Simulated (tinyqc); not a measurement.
## Doping from the body effect

Inverse problem. The threshold of a long MOSFET, counted against the source, shifts by gamma (sqrt(2 phiF + Vsb) - sqrt(2 phiF)) with gamma = sqrt(2 eps0 eps_r q N)/Cox. Find 2 phiF, gamma and N from two shifts.

Parameters, values chosen for the exercise:
- eps_r = 11.9 (relative permittivity)

Constants: q = 1.602176634e-19 C, eps0 = 8.8541878128e-14 F/cm where lengths are in cm. Results are converted to the units shown.

|VT - VT(0)| at source-body biases 1.1 and 2.3 V (V): 0.43579524  0.77980856
Cox = 0.50045409 uF/cm^2

Solution. The ratio of the shifts depends on 2 phiF alone and rises steadily with it, so it fixes 2 phiF; either shift then gives gamma, and gamma gives N.

2 phiF = 0.7970 V
gamma = 0.8994 V^0.5
N = 6.000e17 cm^-3

Computed by the program tinyqc: `OMP_NUM_THREADS=1 python tinyqc.py 2060170 2060171 out.jsonl`, one thread of a shared Intel Xeon 2.30GHz, about 0.01 s for the whole run.
